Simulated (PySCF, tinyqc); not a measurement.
Worked calculation: CISD on RHF in the 3-21g basis, for H3+, spin multiplicity 1. The lowest restricted solution is unstable here: a spin-polarised one lies 0.0209 hartree lower (PySCF). One step of it, computed by the program tinyqc.

Problem. CISD: determinants and Hamiltonian. Slater-Condon rules over spin orbitals, with the nuclear repulsion added and E(HF) subtracted on the diagonal. Only determinants linked to the reference directly or through others are kept (one block of an abelian symmetry group), so some states are absent.

one-electron integrals over orbitals h = C^T H C (hartree), lower triangle:
```
,1,2,3,4,5,6
1,-1.232971
2,0.000000,-1.010233
3,-0.073455,0.000000,-0.854839
4,0.035471,0.000000,-0.096793,0.134455
5,0.000000,-0.073459,0.000000,0.000000,0.132605
6,0.066987,0.000000,0.117550,-0.008425,0.000000,0.036762
```

Two-electron integrals over orbitals (pq|rs), unique and non-zero (hartree):
```
p,q,r,s,(pq|rs)
1,1,1,1,0.455140
2,1,2,1,0.119286
2,2,1,1,0.369321
2,2,2,2,0.403093
3,1,1,1,0.073455
3,1,2,2,-0.035492
3,1,3,1,0.099992
3,2,2,1,-0.111040
3,2,3,2,0.121029
3,3,1,1,0.407175
3,3,2,2,0.365355
3,3,3,1,0.036439
3,3,3,3,0.388356
4,1,1,1,-0.035471
4,1,2,2,-0.060317
4,1,3,1,0.024823
4,1,3,3,-0.037016
4,1,4,1,0.036236
4,2,2,1,-0.059120
4,2,3,2,0.056135
4,2,4,2,0.076894
4,3,1,1,0.060808
4,3,2,2,0.069895
4,3,3,1,-0.011056
4,3,3,3,0.054096
4,3,4,1,-0.039190
4,3,4,3,0.047824
4,4,1,1,0.351855
4,4,2,2,0.404318
4,4,3,1,-0.052183
4,4,3,3,0.356694
4,4,4,1,-0.078580
4,4,4,3,0.086935
4,4,4,4,0.439898
5,1,2,1,0.035536
5,1,3,2,-0.040530
5,1,4,2,-0.050547
5,1,5,1,0.036338
5,2,1,1,0.054498
5,2,2,2,0.089331
5,2,3,1,-0.034461
5,2,3,3,0.058195
5,2,4,1,-0.052804
5,2,4,3,0.058265
5,2,4,4,0.116046
5,2,5,2,0.077870
5,3,2,1,-0.052731
5,3,3,2,0.047403
5,3,4,2,0.060670
5,3,5,1,-0.037935
5,3,5,3,0.050035
5,4,2,1,-0.166334
5,4,3,2,0.169800
5,4,4,2,0.108797
5,4,5,1,-0.073234
5,4,5,3,0.090686
5,4,5,4,0.276627
5,5,1,1,0.365459
5,5,2,2,0.410015
5,5,3,1,-0.045474
5,5,3,3,0.365257
5,5,4,1,-0.080316
5,5,4,3,0.091903
5,5,4,4,0.444435
5,5,5,2,0.119116
5,5,5,5,0.450925
6,1,1,1,-0.066987
6,1,2,2,-0.013996
6,1,3,1,-0.050606
6,1,3,3,-0.059753
6,1,4,1,0.000315
6,1,4,3,-0.006801
6,1,4,4,-0.012061
6,1,5,2,-0.003774
6,1,5,5,-0.013116
6,1,6,1,0.079593
6,2,2,1,0.001424
6,2,3,2,0.005903
6,2,4,2,0.000056
6,2,5,1,-0.002787
6,2,5,3,-0.000697
6,2,5,4,0.004401
6,2,6,2,0.005083
6,3,1,1,-0.084078
6,3,2,2,-0.013248
6,3,3,1,-0.065008
6,3,3,3,-0.061823
6,3,4,1,-0.001470
6,3,4,3,-0.009036
6,3,4,4,-0.006280
6,3,5,2,-0.000150
6,3,5,5,-0.010021
6,3,6,1,0.075531
6,3,6,3,0.081101
6,4,1,1,0.004370
6,4,2,2,0.004607
6,4,3,1,-0.000788
6,4,3,3,0.001758
6,4,4,1,-0.002268
6,4,4,3,0.004655
6,4,4,4,0.005041
6,4,5,2,0.003726
6,4,5,5,0.006711
6,4,6,1,0.006084
6,4,6,3,0.003766
6,4,6,4,0.002319
6,5,2,1,-0.008944
6,5,3,2,0.006098
6,5,4,2,0.005755
6,5,5,1,-0.002041
6,5,5,3,0.006215
6,5,5,4,0.011779
6,5,6,2,-0.002522
6,5,6,5,0.003584
6,6,1,1,0.507291
6,6,2,2,0.322742
6,6,3,1,0.167681
6,6,3,3,0.441037
6,6,4,1,-0.008150
6,6,4,3,0.044701
6,6,4,4,0.295024
6,6,5,2,0.019478
6,6,5,5,0.311986
6,6,6,1,-0.157876
6,6,6,3,-0.179334
6,6,6,4,-0.001092
6,6,6,6,0.729930
```

nuclear repulsion = 0.91237450 hartree

Hartree-Fock energy = -1.09842686 hartree

Give: determinants; H - E(HF) between determinants.

Solution.

Occupation strings over the orbitals (2 doubly, a alpha, b beta, 0 empty; spin orbitals ordered 1a 1b 2a 2b ...): 200000 a0b000 a00b00 a0000b b0a000 b00a00 b0000a 020000 0a00b0 002000 00ab00 00a00b 00ba00 000200 000a0b 0b00a0 000020 00b00a 000b0a 000002

H - E(HF) between determinants (hartree), lower triangle:
```
,200000,a0b000,a00b00,a0000b,b0a000,b00a00,b0000a,020000,0a00b0,002000,00ab00,00a00b,00ba00,000200,000a0b,0b00a0,000020,00b00a,000b0a,000002
200000,0.0000
a0b000,0.0000,0.3302
a00b00,0.0000,-0.0360,1.2641
a0000b,0.0000,0.0335,-0.0041,1.3219
b0a000,0.0000,-0.1000,-0.0248,0.0506,0.3302
b00a00,0.0000,-0.0248,-0.0362,-0.0003,-0.0360,1.2641
b0000a,0.0000,0.0506,-0.0003,-0.0796,0.0335,-0.0041,1.3219
020000,0.1193,-0.1110,-0.0591,0.0014,0.1110,0.0591,-0.0014,0.3934
0a00b0,0.0355,-0.0527,-0.1663,-0.0089,0.0405,0.0505,0.0028,0.0159,1.5432
002000,0.1000,-0.0370,-0.0111,-0.0650,0.0370,0.0111,0.0650,0.1210,0.0474,0.6895
00ab00,0.0248,-0.0111,-0.1256,-0.0008,0.0015,0.0392,0.0015,0.0561,0.1698,-0.0427,1.6471
00a00b,-0.0506,-0.0650,-0.0008,0.0942,-0.0072,0.0068,-0.0755,0.0059,0.0061,0.0557,-0.0067,1.6338
00ba00,-0.0248,0.0015,0.0392,0.0015,-0.0111,-0.1256,-0.0008,-0.0561,-0.0607,0.0427,-0.0478,0.0090,1.6471
000200,0.0362,-0.0392,-0.0431,-0.0023,0.0392,0.0431,0.0023,0.0769,0.1088,0.0478,-0.0099,0.0047,0.0099,2.7196
000a0b,0.0003,-0.0015,-0.0023,0.0273,0.0068,-0.0549,-0.0061,0.0001,0.0058,-0.0090,0.0047,-0.0521,-0.1113,-0.0034,2.4770
0b00a0,-0.0355,0.0405,0.0505,0.0028,-0.0527,-0.1663,-0.0089,-0.0159,-0.0779,-0.0474,-0.0607,0.0007,0.1698,-0.1088,-0.0044,1.5432
000020,0.0363,-0.0379,-0.0732,-0.0020,0.0379,0.0732,0.0020,0.0779,0.0457,0.0500,0.0907,0.0062,-0.0907,0.2766,0.0118,-0.0457,2.7269
00b00a,0.0506,-0.0072,0.0068,-0.0755,-0.0650,-0.0008,0.0942,-0.0059,0.0007,-0.0557,0.0090,-0.0811,-0.0067,-0.0047,-0.0038,0.0061,-0.0062,1.6338
000b0a,-0.0003,0.0068,-0.0549,-0.0061,-0.0015,-0.0023,0.0273,-0.0001,-0.0044,0.0090,-0.1113,-0.0038,0.0047,0.0034,-0.0023,0.0058,-0.0118,-0.0521,2.4770
000002,0.0796,0.0755,0.0061,-0.0909,-0.0755,-0.0061,0.0909,0.0051,-0.0025,0.0811,0.0038,-0.0618,-0.0038,0.0023,-0.0095,0.0025,0.0036,0.0618,0.0095,2.8143
```
